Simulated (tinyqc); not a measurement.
Kinetics of strain relaxation and threading dislocations in mismatched semiconductor layers: one step, computed by the program tinyqc.

60-degree dislocations on {111} planes of a (001) layer, isotropic elasticity. The Schmid factor is 1/sqrt(6), and a misfit segment relieves strain with b/2.

Question. Excess stress and glide velocity at the start. Excess resolved stress tau = (1/sqrt 6) [2 G (1 + nu)/(1 - nu)] (e - e_eq), e_eq = b (1 - nu/4) [ln(h/b) + 1]/(4 pi (1 + nu) h), the Matthews-Blakeslee strain of an uncapped layer; glide velocity v = v0 tau exp(-Q/(k_B T)), tau in MPa.

Inputs (values chosen for the exercise, modelled on In(0.2)Ga(0.8)As on GaAs):
```
quantity                    value         unit
misfit f                   0.0134            -
shear modulus G              42.6          GPa
Poisson ratio nu             0.32            -
Burgers vector b             4.05     angstrom
glide activation energy Q    1.31           eV
velocity prefactor v0       12000  m/s per MPa
layer thickness h              52           nm
anneal temperature T          574            K
```

Constants: k_B = 8.617333262e-05 eV/K.

Give: equilibrium strain e_eq; excess stress tau; mobility v/tau; initial velocity.

Answer.

equilibrium strain e_eq = 0.002529

excess stress tau = 734.0 MPa

mobility v/tau = 3.778e-08 m/s per MPa

initial velocity = 27.73 micrometre/s
